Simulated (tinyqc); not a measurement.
ROHF in the 6-311g basis, for H2, spin multiplicity 3, step by step. One step of it, computed by the program tinyqc.

Problem. Iteration 1: diagonalisation and new density. Diagonalise F' = X^T F X, C = X C', fill 2 alpha and 0 beta electrons from the bottom; D(s) = C_occ C_occ^T. Each column has its largest component positive (the first on a tie).

effective F (hartree), lower triangle:
```
           1H 1s      1H 2s      1H 3s      2H 1s      2H 2s      2H 3s
1H 1s   0.484031
1H 2s  -0.416529  -0.218474
1H 3s  -0.382812  -0.213768  -0.086964
2H 1s  -0.397261  -0.373938  -0.324363   0.484031
2H 2s  -0.373938  -0.281350  -0.221143  -0.416529  -0.218474
2H 3s  -0.324363  -0.221143  -0.105396  -0.382812  -0.213768  -0.086964
```

X, lower triangle:
```
           1H 1s      1H 2s      1H 3s      2H 1s      2H 2s     2H 3s
1H 1s   1.375610
1H 2s  -0.750399   2.393713
1H 3s   0.217331  -1.155804   2.802730
2H 1s  -0.015675  -0.002190  -0.036267   1.375610
2H 2s  -0.002190  -0.648603   0.401235  -0.750399   2.393713
2H 3s  -0.036267   0.401235  -1.641656   0.217331  -1.155804  2.802730
```

Give: F' = X^T F X; orbital energies; coefficients C; D(alpha) after iteration 1; D(beta) after iteration 1.

Solution.

F' = X^T F X (hartree), lower triangle:
```
         1        2        3        4        5       6
1   1.5231
2  -1.2060   0.9719
3   0.0141  -0.3191   0.2563
4  -0.2638  -0.0861  -0.0986   1.5231
5  -0.0861  -0.1359   0.0210  -1.2060   0.9719
6  -0.0986   0.0210  -0.1167   0.0141  -0.3191  0.2563
```

orbital energies (hartree): MO1 -0.4082, MO2 0.0997, MO3 0.2787, MO4 0.5124, MO5 2.3646, MO6 2.6556

coefficients C:
```
          MO1      MO2      MO3      MO4      MO5      MO6
1H 1s  0.2284   0.1547  -0.0459  -0.0865  -1.0817  -1.1173
1H 2s  0.3083   0.4801  -0.6815  -1.5714   1.2374   1.8493
1H 3s  0.0820   1.3969   0.8521   2.7779  -0.4923  -1.2053
2H 1s  0.2284  -0.1547  -0.0459   0.0865  -1.0817   1.1173
2H 2s  0.3083  -0.4801  -0.6815   1.5714   1.2374  -1.8493
2H 3s  0.0820  -1.3969   0.8521  -2.7779  -0.4923   1.2053
```

D(alpha) after iteration 1, lower triangle:
```
         1H 1s    1H 2s    1H 3s   2H 1s   2H 2s   2H 3s
1H 1s   0.0761
1H 2s   0.1447   0.3256
1H 3s   0.2349   0.6960   1.9582
2H 1s   0.0282  -0.0039  -0.1974  0.0761
2H 2s  -0.0039  -0.1355  -0.6454  0.1447  0.3256
2H 3s  -0.1974  -0.6454  -1.9447  0.2349  0.6960  1.9582
```

D(beta) after iteration 1, lower triangle:
```
        1H 1s   1H 2s   1H 3s   2H 1s   2H 2s   2H 3s
1H 1s  0.0000
1H 2s  0.0000  0.0000
1H 3s  0.0000  0.0000  0.0000
2H 1s  0.0000  0.0000  0.0000  0.0000
2H 2s  0.0000  0.0000  0.0000  0.0000  0.0000
2H 3s  0.0000  0.0000  0.0000  0.0000  0.0000  0.0000
```
